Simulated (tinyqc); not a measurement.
Closable height against the size of the gap: wafer bonding and layer transfer: bond energy, gap closing, particles, bonding of dissimilar wafers and hydrogen blisters. Computed by tinyqc, a small Python program. Command: `OMP_NUM_THREADS=1 python tinyqc.py 3012588 3012589 out.jsonl bond walk`. One thread of a shared host (Intel(R) Xeon(R) Processor @ 2.30GHz), about 0.01 s of CPU time with the checks.

gamma is the energy per area of each of the two surfaces; plates are isotropic, and both wafers have E1 and t1.

Inputs (values chosen for the exercise, for model wafers): Young's modulus E1 = 140 GPa; Poisson ratio nu = 0.29; thickness t1 = 725 micrometre; blade thickness t_b = 150 micrometre; crack length L = 26.8 mm.

Pair: two equal wafers.

Method. Two cantilevers opened by t_b: gamma = 3 t_b^2 E1 t1^3 E2 t2^3/(16 L^4 (E1 t1^3 + E2 t2^3)). E' = E1/(1 - nu^2), equal wafers of thickness t1 assumed. A gap of radius R closes if h_g < h_c: h_c = R^2/sqrt((2/3) E' t1^3/gamma) for R > 2 t1 (plate bending), h_c = 3.6 sqrt(R gamma/E') for R < 2 t1 (local deformation).

bond energy gamma = 0.218151 J/m^2

Gap closing:
```
R (mm)    regime    h_c (nm)  slope h_c/R
1.00e-04   local  1.3600e+00     0.013600
1.00e-03   local  4.3007e+00     0.004301
1.00e-02   local  1.3600e+01     0.001360
1.00e-01   local  4.3007e+01     0.000430
5.00e-01   local  9.6167e+01     0.000192
2.00e+00   plate  2.9980e+02     0.000150
5.00e+00   plate  1.8738e+03     0.000375
2.00e+01   plate  2.9980e+04     0.001499
5.00e+01   plate  1.8738e+05     0.003748
```

What follows from these numbers?

Roughness of 100 nm scale may be 1.4 nm in half height, waviness of radius 5 cm as much as 190 micrometre: h_c goes as R^(1/2) when the wafer deforms locally and as R^2 when it bends. The allowed slope is least near R = 2 t1, so defects about 4 t1 wide are the hardest to close; bow matters little.

Extremes, crossings and ranges named in words are read from the listed rows.
